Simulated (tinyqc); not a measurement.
Abrupt p-n junction, non-linear Poisson equation by Newton steps: effect of temperature.

One dimension, p side on the left, n side on the right; net doping C = -Na for x < 0 and +Nd for x > 0. The potential psi is counted from the intrinsic level, and the quasi-Fermi potentials are flat: 0 for holes and -V for electrons, so n = ni exp((psi + V)/Vt) and p = ni exp(-psi/Vt) (Boltzmann statistics, full ionisation, no current).

Nc and Nv are given at 350 K and scale as (T/350 K)^1.5; Eg and eps_r are held fixed and ionisation stays complete. ni = sqrt(Nc Nv) exp(-Eg/(2 Vt)), Eg in volts. Depletion approximation: Vbi = Vt ln(Na Nd/ni^2), W = sqrt(2 eps0 eps_r (Vbi - V)(1/Na + 1/Nd)/q), xp = W Nd/(Na + Nd), xn = W Na/(Na + Nd), peak field 2 (Vbi - V)/W, capacitance eps0 eps_r/W. Exact first integral for an abrupt junction with thick neutral sides: psi_p = -Vt ln(Na/ni), psi_n = Vt ln(Nd/ni) - V, psi_j = (Nd psi_n + Na psi_p - Vt (Nd - Na))/(Na + Nd) at the junction, n_j = ni exp((psi_j + V)/Vt), p_j = ni exp(-psi_j/Vt), and E_j^2 = (2 q/(eps0 eps_r)) [Nd (psi_n - psi_j - Vt) + Vt (n_j + p_j)] (minority densities of the neutral sides neglected).

Values chosen for this exercise; band and dielectric values close to those of silicon:
- Eg = 1.12 eV (band gap)
- eps_r = 11.9 (relative permittivity)
- Nc = 3.49e19 cm^-3 (conduction-band density of states at the reference temperature)
- Nv = 3.36e19 cm^-3 (valence-band density of states at the reference temperature)
- Na = 6.8e16 cm^-3 (acceptor density of the p side)
- Nd = 4.6e16 cm^-3 (donor density of the n side)
- V = -0.2 V (bias of the p side against the n side)

Constants: q = 1.602176634e-19 C, kB = 1.380649e-23 J/K, Vt = kB T/q, eps0 = 8.8541878128e-14 F/cm where lengths are in cm. Results are converted to the units shown.

The same in every row: share of W on the n side (%) = 59.65.

Results:

| T (K) | ni (cm^-3) | Vbi (V) | W (nm) | peak field, depletion (kV/cm) | peak field, exact (kV/cm) |
|---|---|---|---|---|---|
| 200 | 1.145e5 | 0.9277 | 232.5 | 97.01 | 95.51 |
| 240 | 3.383e7 | 0.8780 | 227.3 | 94.84 | 93.01 |
| 280 | 2.040e9 | 0.8265 | 221.8 | 92.55 | 90.35 |
| 320 | 4.535e10 | 0.7735 | 216.0 | 90.13 | 87.54 |
| 360 | 5.167e11 | 0.7192 | 209.9 | 87.58 | 84.57 |
| 400 | 3.680e12 | 0.6638 | 203.5 | 84.90 | 81.44 |
| 480 | 7.254e13 | 0.5499 | 189.6 | 79.11 | 74.62 |

Estimate the missing row, T = 440 K.

Computed row:

| T (K) | ni (cm^-3) | Vbi (V) | W (nm) | peak field, depletion (kV/cm) | peak field, exact (kV/cm) |
|---|---|---|---|---|---|
| 440 | 1.859e13 | 0.6073 | 196.7 | 82.08 | 78.13 |

With this row back in the table: ni rises from 1.14e5 to 7.25e13 cm^-3, while Vbi falls from 0.928 to 0.550 V, on average -1.35 mV/K; W falls from 233 to 190 nm. The depletion field is 1.6 % above the exact one in the first row and 6.0 % above it in the last.

Computed by the program tinyqc: `OMP_NUM_THREADS=1 python tinyqc.py 2000127 2000128 out.jsonl`, one thread of a shared Intel Xeon 2.30GHz, about 0.02 s for the whole run.
